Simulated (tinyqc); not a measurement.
Inside a calculation. Model: superjunction drift layer against a plain one, charge balance.

Numbers from tinyqc (`OMP_NUM_THREADS=1 python tinyqc.py 2590071 2590072 out.jsonl`; about 0.01 s on one thread of a shared Intel Xeon 2.30GHz). Printed values are rounded.

Alternating n and p pillars of equal width wp, doping N and length Lp. When depleted, the lateral field peaks at Ex = q N wp/(2 eps0 eps_r) at the pillar junctions and a uniform vertical field Ey is added; breakdown is taken where Ex^2 + Ey^2 = Ef^2. Only the n pillars conduct, narrowed by the zero-bias depletion. A first-order model: the field peaks at the pillar ends are left out.

Inputs (values chosen for the exercise); values close to those of gallium nitride:
```
symbol,value,unit,meaning
eps_r,9.82,,relative permittivity of the semiconductor
E16,3,MV/cm,critical field at a doping of 1e16 cm^-3
mx,1140,cm^2/(V s),mobility at low doping
mi,58.7,cm^2/(V s),mobility at high doping
Nr,2e17,cm^-3,reference doping of the mobility
BV,3100,V,wanted breakdown voltage
wp,2,um,width of each pillar
Ef,2.7,MV/cm,critical field inside the pillars
a,0.78,,lateral peak field as a share of Ef
Vb,2.8,V,built-in voltage of the pillar junctions
dl,-2.8,%,charge imbalance (Nn - Np)/N
```

Constants: q = 1.602176634e-19 C, eps0 = 8.8541878128e-14 F/cm where lengths are in cm. Results are converted to the units shown.

## Iteration 1: doping of the plain drift layer

N at the start = 1e14 cm^-3

Ec(N) = E16 (N/1e16 cm^-3)^(1/8); N(new) = eps0 eps_r Ec(N)^2/(2 q BV).

Ec = 1.68702 MV/cm
N after iteration 1 = 2.49115e15 cm^-3

## Iteration 2: doping of the plain drift layer

As before.

Ec = 2.52157 MV/cm
N after iteration 2 = 5.56546e15 cm^-3

## Course of the iteration: doping of the plain drift layer

Stop when N changes by less than 1e8 cm^-3, or after 40 iterations.

Course of the iteration:
```
iteration   N (cm^-3)  |change| (cm^-3)
1          2.49115e15           2.39e15
2          5.56546e15           3.07e15
3          6.80418e15           1.24e15
4          7.15475e15           3.51e14
5          7.24518e15           9.04e13
6          7.26797e15           2.28e13
7          7.27367e15           5.71e12
8          7.27510e15           1.43e12
9          7.27546e15           3.57e11
10         7.27555e15           8.92e10
11         7.27557e15           2.23e10
12         7.27558e15            5.58e9
13         7.27558e15            1.39e9
14         7.27558e15            3.49e8
15         7.27558e15            8.71e7
```

Converged in 15 iterations. At the end each change is about 0.25 times the one before: linear convergence.

## Thickness and resistance of the plain layer

N of the plain layer = 7.27558e15 cm^-3

Ec(N) = E16 (N/1e16 cm^-3)^(1/8), mu(N) = mi + (mx - mi)/(1 + (N/Nr)^0.9). W = 2 BV/Ec, Rsp = W/(q mu N).

mu = 1087.85 cm^2/(V s)
W = 21.5049 um
Rsp = 1.69586 mohm cm^2

## Design of the pillars

Ex = a Ef gives N = 2 eps0 eps_r a Ef/(q wp); Ey = Ef sqrt(1 - a^2); Lp = BV/Ey; xd = sqrt(eps0 eps_r Vb/(q N)) on each side; Rsp = 2 Lp/(q mu(N) N (1 - 2 xd/wp)). mu(N) = mi + (mx - mi)/(1 + (N/Nr)^0.9).

N = 1.14290e17 cm^-3
Ey = 1.68960 MV/cm
Lp = 18.3475 um
xd = 0.115305 um
Rsp = 0.309156 mohm cm^2

The pillars have an aspect ratio of 9.17. Their doping is 15.7 times, and their Rsp 0.182 times, that of the plain layer.

## Loss of breakdown voltage by imbalance

An imbalance dl leaves the mean net doping |dl| N/2, which tilts the vertical field by s = q |dl| N/(2 eps0 eps_r): BV(dl) = Ey Lp - s Lp^2/2, or Ey^2/(2 s) if the field reaches zero inside the pillar.

tilt s = 29.4840 kV/(cm um)
BV(dl) = 2603.74 V
loss = 16.0084 %
